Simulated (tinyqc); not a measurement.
Coupled-perturbed Hartree-Fock on RHF in the sto-6g basis, for H6, spin multiplicity 1, step by step. Computed by tinyqc, a small Python program that keeps every step (integrals from PySCF). Settings: charge = 0, multiplicity = 1, basis = sto-6g, method = RHF, energy threshold = 1e-10, iteration cap = 69, orthogonalisation = symmetric, start = atomic densities, DIIS depth = 6. Command: `OMP_NUM_THREADS=1 python tinyqc.py 30959 30960 out.jsonl` (the two numbers bound the seeds that draw the settings). One thread of a shared host (Intel(R) Xeon(R) Processor @ 2.60GHz), about 0.2 s of CPU time with the checks. The early iterations of the SCF are left out here.

## One-electron integrals

Geometry (angstrom):

| atom | x | y | z |
|---|---|---|---|
| H | 0.000000 | 0.000000 | 0.000000 |
| H | 0.000000 | 0.000000 | 0.763000 |
| H | 0.000000 | 0.000000 | 1.739000 |
| H | 0.000000 | 0.000000 | 2.502000 |
| H | 0.000000 | 0.000000 | 3.478000 |
| H | 0.000000 | 0.000000 | 4.241000 |

Basis sto-6g: exponents (1/bohr^2) and contraction coefficients of normalised primitives:

| element | l (shell) | exponent | coefficient |
|---|---|---|---|
| H | s (1) | 35.523221 | 0.009164 |
| H | s (1) | 6.513144 | 0.049361 |
| H | s (1) | 1.822143 | 0.168538 |
| H | s (1) | 0.625955 | 0.370563 |
| H | s (1) | 0.243077 | 0.416492 |
| H | s (1) | 0.100112 | 0.130334 |

Overlap, kinetic and nuclear-attraction integrals over the contracted functions; the nuclear repulsion is the sum of Za Zb / Rab.

nuclear repulsion = 5.42921108 hartree

overlap S, lower triangle:
```
          1H 1s     2H 1s     3H 1s     4H 1s     5H 1s     6H 1s
1H 1s  1.000000
2H 1s  0.644719  1.000000
3H 1s  0.180302  0.510943  1.000000
4H 1s  0.052088  0.180302  0.644719  1.000000
5H 1s  0.008976  0.036004  0.180302  0.510943  1.000000
6H 1s  0.001995  0.008976  0.052088  0.180302  0.644719  1.000000
```

kinetic energy T (hartree), lower triangle:
```
           1H 1s      2H 1s      3H 1s      4H 1s     5H 1s     6H 1s
1H 1s   0.768522
2H 1s   0.221516   0.768522
3H 1s  -0.005967   0.120573   0.768522
4H 1s  -0.010045  -0.005967   0.221516   0.768522
5H 1s  -0.002880  -0.008092  -0.005967   0.120573  0.768522
6H 1s  -0.000846  -0.002880  -0.010045  -0.005967  0.221516  0.768522
```

nuclear attraction V (hartree), lower triangle:
```
           1H 1s      2H 1s      3H 1s      4H 1s      5H 1s      6H 1s
1H 1s  -2.671249
2H 1s  -1.770231  -3.053696
3H 1s  -0.478219  -1.478071  -3.221986
4H 1s  -0.135034  -0.503500  -1.985605  -3.221986
5H 1s  -0.022300  -0.094311  -0.503500  -1.478071  -3.053696
6H 1s  -0.004775  -0.022300  -0.135034  -0.478219  -1.770231  -2.671249
```

core Hamiltonian H = T + V (hartree), lower triangle:
```
           1H 1s      2H 1s      3H 1s      4H 1s      5H 1s      6H 1s
1H 1s  -1.902727
2H 1s  -1.548715  -2.285174
3H 1s  -0.484186  -1.357498  -2.453464
4H 1s  -0.145080  -0.509467  -1.764089  -2.453464
5H 1s  -0.025180  -0.102404  -0.509467  -1.357498  -2.285174
6H 1s  -0.005621  -0.025180  -0.145080  -0.484186  -1.548715  -1.902727
```

## Two-electron integrals

Functions are numbered as in S; the eight-fold symmetry (ij|kl) = (ji|kl) = (kl|ij) leaves the list below.

Two-electron integrals (ij|kl) in chemists' order, unique and non-zero (hartree):
```
(11|11) 0.774999   (21|11) 0.431380   (21|21) 0.282292   (22|11) 0.561369
(22|21) 0.431380   (22|22) 0.774999   (31|11) 0.090120   (31|21) 0.064599
(31|22) 0.110371   (31|31) 0.017463   (32|11) 0.207569   (32|21) 0.166661
(32|22) 0.320654   (32|31) 0.051546   (32|32) 0.168095   (33|11) 0.301634
(33|21) 0.244488   (33|22) 0.485915   (33|31) 0.090120   (33|32) 0.320654
(33|33) 0.774999   (41|11) 0.021299   (41|21) 0.015547   (41|22) 0.027167
(41|31) 0.004516   (41|32) 0.013897   (41|33) 0.027167   (41|41) 0.001248
(42|11) 0.059550   (42|21) 0.047195   (42|22) 0.090120   (42|31) 0.015476
(42|32) 0.051546   (42|33) 0.110371   (42|41) 0.004516   (42|42) 0.017463
(43|11) 0.161430   (43|21) 0.126895   (43|22) 0.244488   (43|31) 0.047195
(43|32) 0.166661   (43|33) 0.431380   (43|41) 0.015547   (43|42) 0.064599
(43|43) 0.282292   (44|11) 0.211385   (44|21) 0.161430   (44|22) 0.301634
(44|31) 0.059550   (44|32) 0.207569   (44|33) 0.561369   (44|41) 0.021299
(44|42) 0.090120   (44|43) 0.431380   (44|44) 0.774999   (51|11) 0.002960
(51|21) 0.002176   (51|22) 0.003832   (51|31) 0.000658   (51|32) 0.002063
(51|33) 0.004274   (51|41) 0.000192   (51|42) 0.000715   (51|43) 0.002657
(51|44) 0.004002   (51|51) 0.000032   (52|11) 0.009618   (52|21) 0.007467
(52|22) 0.014001   (52|31) 0.002490   (52|32) 0.008281   (52|33) 0.018547
(52|41) 0.000767   (52|42) 0.003010   (52|43) 0.011927   (52|44) 0.018547
(52|51) 0.000132   (52|52) 0.000574   (53|11) 0.037376   (53|21) 0.028491
(53|22) 0.053070   (53|31) 0.010258   (53|32) 0.035256   (53|33) 0.090120
(53|41) 0.003491   (53|42) 0.014405   (53|43) 0.064599   (53|44) 0.110371
(53|51) 0.000658   (53|52) 0.003010   (53|53) 0.017463   (54|11) 0.090902
(54|21) 0.067541   (54|22) 0.122280   (54|31) 0.023804   (54|32) 0.080262
(54|33) 0.207569   (54|41) 0.008499   (54|42) 0.035256   (54|43) 0.166661
(54|44) 0.320654   (54|51) 0.001767   (54|52) 0.008281   (54|53) 0.051546
(54|54) 0.168095   (55|11) 0.152148   (55|21) 0.110507   (55|22) 0.194861
(55|31) 0.037376   (55|32) 0.122280   (55|33) 0.301634   (55|41) 0.013091
(55|42) 0.053070   (55|43) 0.244488   (55|44) 0.485915   (55|51) 0.002960
(55|52) 0.014001   (55|53) 0.090120   (55|54) 0.320654   (55|55) 0.774999
(61|11) 0.000559   (61|21) 0.000415   (61|22) 0.000740   (61|31) 0.000129
(61|32) 0.000411   (61|33) 0.000873   (61|41) 0.000039   (61|42) 0.000147
(61|43) 0.000561   (61|44) 0.000873   (61|51) 0.000007   (61|52) 0.000028
(61|53) 0.000147   (61|54) 0.000411   (61|55) 0.000740   (61|61) 1.44e-06
(62|11) 0.002080   (62|21) 0.001595   (62|22) 0.002960   (62|31) 0.000534
(62|32) 0.001767   (62|33) 0.004002   (62|41) 0.000167   (62|42) 0.000658
(62|43) 0.002657   (62|44) 0.004274   (62|51) 0.000030   (62|52) 0.000132
(62|53) 0.000715   (62|54) 0.002063   (62|55) 0.003832   (62|61) 0.000007
(62|62) 0.000032   (63|11) 0.009559   (63|21) 0.007163   (63|22) 0.013091
(63|31) 0.002518   (63|32) 0.008499   (63|33) 0.021299   (63|41) 0.000856
(63|42) 0.003491   (63|43) 0.015547   (63|44) 0.027167   (63|51) 0.000167
(63|52) 0.000767   (63|53) 0.004516   (63|54) 0.013897   (63|55) 0.027167
(63|61) 0.000039   (63|62) 0.000192   (63|63) 0.001248   (64|11) 0.028685
(64|21) 0.020999   (64|22) 0.037376   (64|31) 0.007200   (64|32) 0.023804
(64|33) 0.059550   (64|41) 0.002518   (64|42) 0.010258   (64|43) 0.047195
(64|44) 0.090120   (64|51) 0.000534   (64|52) 0.002490   (64|53) 0.015476
(64|54) 0.051546   (64|55) 0.110371   (64|61) 0.000129   (64|62) 0.000658
(64|63) 0.004516   (64|64) 0.017463   (65|11) 0.088571   (65|21) 0.063550
(65|22) 0.110507   (65|31) 0.020999   (65|32) 0.067541   (65|33) 0.161430
(65|41) 0.007163   (65|42) 0.028491   (65|43) 0.126895   (65|44) 0.244488
(65|51) 0.001595   (65|52) 0.007467   (65|53) 0.047195   (65|54) 0.166661
(65|55) 0.431380   (65|61) 0.000415   (65|62) 0.002176   (65|63) 0.015547
(65|64) 0.064599   (65|65) 0.282292   (66|11) 0.124776   (66|21) 0.088571
(66|22) 0.152148   (66|31) 0.028685   (66|32) 0.090902   (66|33) 0.211385
(66|41) 0.009559   (66|42) 0.037376   (66|43) 0.161430   (66|44) 0.301634
(66|51) 0.002080   (66|52) 0.009618   (66|53) 0.059550   (66|54) 0.207569
(66|55) 0.561369   (66|61) 0.000559   (66|62) 0.002960   (66|63) 0.021299
(66|64) 0.090120   (66|65) 0.431380   (66|66) 0.774999
```

## Orthogonalisation

S = U s U^T; symmetric (Loewdin) form X = U s^(-1/2) U^T, so that X^T S X = 1.

eigenvalues of S: 0.163749  0.271368  0.458007  1.069912  1.695526  2.341438

X, lower triangle:
```
           1H 1s      2H 1s      3H 1s      4H 1s      5H 1s     6H 1s
1H 1s   1.246839
2H 1s  -0.504016   1.429600
3H 1s   0.095772  -0.438526   1.451937
4H 1s  -0.027614   0.106700  -0.566691   1.451937
5H 1s   0.005799  -0.020194   0.106700  -0.438526   1.429600
6H 1s  -0.001552   0.005799  -0.027614   0.095772  -0.504016  1.246839
```

## Iteration 7 (converged): orbitals

converged F (hartree), lower triangle:
```
           1H 1s      2H 1s      3H 1s      4H 1s      5H 1s      6H 1s
1H 1s  -0.360841
2H 1s  -0.598585  -0.461611
3H 1s  -0.222691  -0.442063  -0.474748
4H 1s  -0.051886  -0.224203  -0.619653  -0.474748
5H 1s  -0.007889  -0.047167  -0.224203  -0.442063  -0.461611
6H 1s  -0.008087  -0.007889  -0.051886  -0.222691  -0.598585  -0.360841
```

Diagonalise F' = X^T F X, C = X C', fill 3 alpha and 3 beta electrons from the bottom; D = 2 C_occ C_occ^T. Each column has its largest component positive (the first on a tie).

F' = X^T F X (hartree), lower triangle:
```
           1          2          3          4          5         6
1   0.059554
2  -0.664755   0.182168
3   0.103148  -0.479267   0.203098
4  -0.008450   0.115362  -0.732744   0.203098
5   0.009317  -0.020765   0.115362  -0.479267   0.182168
6  -0.011857   0.009317  -0.008450   0.103148  -0.664755  0.059554
```

orbital energies (hartree): MO1 -0.755696, MO2 -0.613738, MO3 -0.408957, MO4 0.400651, MO5 0.844106, MO6 1.423274

coefficients C:
```
            MO1        MO2        MO3        MO4        MO5        MO6
1H 1s  0.162858   0.349227  -0.433941   0.687741  -0.828840   0.567329
2H 1s  0.251929   0.404055  -0.289361  -0.440919   1.012511  -0.985835
3H 1s  0.352632   0.105255   0.447866  -0.651925  -0.352524   1.325742
4H 1s  0.352632  -0.105255   0.447866   0.651925  -0.352524  -1.325742
5H 1s  0.251929  -0.404055  -0.289361   0.440919   1.012511   0.985835
6H 1s  0.162858  -0.349227  -0.433941  -0.687741  -0.828840  -0.567329
```

D after iteration 7, lower triangle:
```
           1H 1s      2H 1s      3H 1s      4H 1s     5H 1s     6H 1s
1H 1s   0.673575
2H 1s   0.615403   0.620918
3H 1s  -0.200321   0.003545   0.672025
4H 1s  -0.347353  -0.166571   0.627710   0.672025
5H 1s   0.050975  -0.032126  -0.166571   0.003545  0.620918
6H 1s   0.185737   0.050975  -0.347353  -0.200321  0.615403  0.673575
```

## Convergence

Stop when the energy changes by less than 1e-10 hartree and every element of the error matrix X^T (F D S - S D F) X is below 3e-06.

Course of the cycle:

| iteration | E (hartree) | change | largest element of the error matrix |
|---|---|---|---|
| 1 | -2.73247654 | - | 7.92e-02 |
| 2 | -3.25130540 | -5.19e-01 | 4.78e-02 |
| 3 | -3.25546731 | -4.16e-03 | 2.84e-02 |
| 4 | -3.25740148 | -1.93e-03 | 4.61e-03 |
| 5 | -3.25745196 | -5.05e-05 | 6.40e-05 |
| 6 | -3.25745196 | -7.69e-09 | 5.78e-06 |
| 7 | -3.25745196 | -7.73e-11 | 1.14e-07 |

PySCF RHF in the same basis = -3.25745196 hartree

Converged in 7 iterations.

## Integrals over molecular orbitals

(pq|rs) = sum C_ip C_jq C_kr C_ls (ij|kl), one index at a time.

one-electron integrals over orbitals h = C^T H C (hartree), lower triangle:
```
           1          2          3          4          5          6
1  -2.519488
2   0.000000  -2.244785
3  -0.161392   0.000000  -2.144000
4   0.000000   0.214318   0.000000  -1.748213
5  -0.077523   0.000000   0.186697   0.000000  -1.352225
6   0.000000   0.058322   0.000000   0.175612   0.000000  -1.065658
```

Two-electron integrals over orbitals (pq|rs), unique and non-zero (hartree):
```
(11|11) 0.457670    (21|21) 0.131868    (22|11) 0.366804    (22|22) 0.412078
(31|11) 0.086347    (31|22) -0.039197   (31|31) 0.116777    (32|21) -0.117950
(32|32) 0.141924    (33|11) 0.410580    (33|22) 0.379577    (33|31) 0.035487
(33|33) 0.413432    (41|21) -0.046034   (41|32) -0.006613   (41|41) 0.080172
(42|11) -0.074185   (42|22) -0.006904   (42|31) -0.057481   (42|33) -0.013689
(42|42) 0.080405    (43|21) -0.075355   (43|32) 0.077702    (43|41) 0.012660
(43|43) 0.089040    (44|11) 0.413712    (44|22) 0.382517    (44|31) 0.032911
(44|33) 0.403011    (44|42) -0.027136   (44|44) 0.420566    (51|11) 0.006633
(51|22) 0.033735    (51|31) -0.029904   (51|33) -0.012513   (51|42) -0.032443
(51|44) 0.001026    (51|51) 0.050725    (52|21) 0.034459    (52|32) 0.000160
(52|41) -0.054923   (52|43) 0.033398    (52|52) 0.084211    (53|11) -0.081839
(53|22) -0.011402   (53|31) -0.062904   (53|33) -0.029960   (53|42) 0.074323
(53|44) -0.025489   (53|51) -0.023334   (53|53) 0.081444    (54|21) -0.121506
(54|32) 0.134579    (54|41) 0.006982    (54|43) 0.078910    (54|52) -0.005873
(54|54) 0.146672    (55|11) 0.389774    (55|22) 0.419333    (55|31) -0.023763
(55|33) 0.397248    (55|42) -0.016218   (55|44) 0.407983    (55|51) 0.032936
(55|53) -0.019740   (55|55) 0.450863    (61|21) 0.002112    (61|32) 0.019611
(61|41) -0.029678   (61|43) -0.041936   (61|52) -0.028192   (61|54) 0.016079
(61|61) 0.065418    (62|11) -0.011283   (62|22) -0.037607   (62|31) 0.027280
(62|33) 0.000490    (62|42) 0.027070    (62|44) 0.001748    (62|51) -0.044498
(62|53) 0.028690    (62|55) -0.037216   (62|62) 0.047301    (63|21) 0.048491
(63|32) -0.002983   (63|41) -0.074466   (63|43) -0.016012   (63|52) 0.053987
(63|54) -0.004272   (63|61) 0.029205    (63|63) 0.081094    (64|11) -0.088956
(64|22) 0.030260    (64|31) -0.111017   (64|33) -0.038419   (64|42) 0.059120
(64|44) -0.038549   (64|51) 0.026636    (64|53) 0.063285    (64|55) 0.027251
(64|62) -0.026995   (64|64) 0.121741    (65|21) -0.134287   (65|32) 0.122694
(65|41) 0.047097    (65|43) 0.079805    (65|52) -0.036488   (65|54) 0.131071
(65|61) -0.002985   (65|63) -0.054858   (65|65) 0.154299    (66|11) 0.495528
(66|22) 0.396819    (66|31) 0.096575    (66|33) 0.449026    (66|42) -0.084218
(66|44) 0.458380    (66|51) 0.007310    (66|53) -0.095860   (66|55) 0.435030
(66|62) -0.013824   (66|64) -0.107775   (66|66) 0.574487
```

## Response to a field: uncoupled start

dipole integrals <a|z|i> (bohr):
```
           i1        i2        i3
a4  -0.071331  0.000000  1.830935
a5   0.000000  0.514634  0.000000
a6  -0.171860  0.000000  0.080481
```

Field along z; U_ai = -mu_ai / (e_a - e_i), alpha = -4 sum U_ai mu_ai.

uncoupled U:
```
          i1         i2         i3
a4  0.061686   0.000000  -2.261509
a5  0.000000  -0.353011   0.000000
a6  0.078872   0.000000  -0.043925
```

uncoupled polarisability = 17.375349 bohr^3

## Coupled step 1

U_ai = -(mu_ai + sum_bj [4 (ai|bj) - (ab|ij) - (aj|bi)] U_bj) / (e_a - e_i); alpha = -4 sum U_ai mu_ai.

U after step 1:
```
          i1         i2         i3
a4  0.055267   0.000000  -2.676570
a5  0.000000  -0.509046   0.000000
a6  0.118632   0.000000  -0.043023
```

polarisability = 20.761563 bohr^3

## Coupled step 2

As before.

U after step 2:
```
          i1         i2         i3
a4  0.047369   0.000000  -2.761572
a5  0.000000  -0.550460   0.000000
a6  0.132203   0.000000  -0.039916
```

polarisability = 21.475418 bohr^3

## Coupled polarisability

Repeat until U stops changing; compare with -d2E/dF2.

Course of the coupled iterations:

| step | alpha (bohr^3) |
|---|---|
| 0 | 17.375349 |
| 1 | 20.761563 |
| 2 | 21.475418 |
| 3 | 21.632313 |
| 4 | 21.667677 |
| 5 | 21.675766 |
| 6 | 21.677633 |
| 7 | 21.678066 |
| 8 | 21.678167 |
| 9 | 21.678190 |
| 10 | 21.678196 |
| 11 | 21.678197 |
| 12 | 21.678197 |
| 13 | 21.678198 |

coupled polarisability = 21.678198 bohr^3

finite-field check, fields of +/-0.001 au = 21.678291 bohr^3
